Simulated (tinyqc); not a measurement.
Voltage drop against the resistance of a horizontal segment.

A grid of 17 by 17 nodes with segments Rx (rows) and Ry (columns); every node draws I1 and the central node kh I1; pads with resistance Rp sit at the nodes whose row and column are multiples of the pitch, counting from 0. The drops u = Vdd - V follow from G u = i, with G the conductance matrix and i the load currents, solved directly. Here the pitch is 8.

Parameters, values chosen for the exercise:
```
symbol,value,unit,meaning
Vdd,1,V,supply voltage
Ry,0.55,ohm,resistance of a vertical segment
Rp,0.07,ohm,resistance from a pad node to the supply
kh,8,,factor on the load at the hot node
I1,0.14,mA,load current of a node in the large grid
```

Result of one run:
```
Rx (ohm)	pads	worst drop (mV)	mean drop (mV)	largest drop at a pad (mV)	largest pad current (mA)	worst drop over Vdd (%)
0.76	9	2.512	2.099	0.5754	8.220	0.2512
```

What becomes of these results when the resistance of a horizontal segment Rx is changed from 0.76 to 0.024 ohm, all else the same?

Result of the changed run:
```
Rx (ohm)	pads	worst drop (mV)	mean drop (mV)	largest drop at a pad (mV)	largest pad current (mA)	worst drop over Vdd (%)
0.024	9	1.070	0.8281	0.5100	7.285	0.1070
```

The whole series:
```
Rx (ohm)	pads	worst drop (mV)	mean drop (mV)	largest drop at a pad (mV)	largest pad current (mA)	worst drop over Vdd (%)
0.024	9	1.070	0.8281	0.5100	7.285	0.1070
0.048	9	1.152	0.9085	0.5285	7.550	0.1152
0.095	9	1.288	1.040	0.5420	7.742	0.1288
0.19	9	1.515	1.255	0.5518	7.883	0.1515
0.38	9	1.888	1.589	0.5616	8.022	0.1888
0.76	9	2.512	2.099	0.5754	8.220	0.2512
1.5	9	3.572	2.876	0.5942	8.488	0.3572
```

The worst drop rises from 1.07 to 3.57 mV and the mean drop rises from 0.828 to 2.88 mV. The worst drop goes as Rx^(0.11) between the first two rows and Rx^(0.52) between the last two. The central node is itself a pad.

tinyqc, about 0.1 s, one thread, Intel Xeon 2.30GHz (shared host): `OMP_NUM_THREADS=1 python tinyqc.py 2770186 2770187 out.jsonl`
